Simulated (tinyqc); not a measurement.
From results back to parameters: double quantum well by finite differences. Three cases, with inputs chosen for the exercise.

Problem. In the two-level picture of a symmetric double well the splitting in a field is D(F) = sqrt(D0^2 + (e F dc)^2), and the lower state has weight (1 + e F dc/D)/2 in the lower well; 1 kV/cm = 1e-5 eV/angstrom. D0 comes from the zero-field run; D(F) was computed from a hidden field.

Case 1.

Values chosen (out of a larger set: near those of a GaAs well in AlGaAs; not measured data): dc = 105 angstrom (distance between the well centres).

D0 = 3.5356 meV
D(F) = 3.7004 meV

Case 2.

Values chosen (out of a larger set: near those of a GaAs well in AlGaAs; not measured data): dc = 60 angstrom (distance between the well centres).

D0 = 38.9101 meV
D(F) = 45.5910 meV

Case 3.

Values chosen (out of a larger set: near those of an InGaAs well in InAlAs; not measured data): dc = 85 angstrom (distance between the well centres).

D0 = 21.0568 meV
D(F) = 35.0062 meV

Find: e F dc; F; weight in the lower well.

Solution. e F dc = sqrt(D^2 - D0^2).

Case 1.

e F dc = 1.09 meV
F = 1.04 kV/cm
weight in the lower well = 0.648

Case 2.

e F dc = 23.76 meV
F = 39.6 kV/cm
weight in the lower well = 0.761

Case 3.

e F dc = 27.96 meV
F = 32.9 kV/cm
weight in the lower well = 0.899

Computed by tinyqc, one run a case: `OMP_NUM_THREADS=1 python tinyqc.py N N+1 out.jsonl` with N = 1251987, 1252071, 1252254; one thread of a shared Intel(R) Xeon(R) Processor @ 2.30GHz, about 0.04 s a run at most.
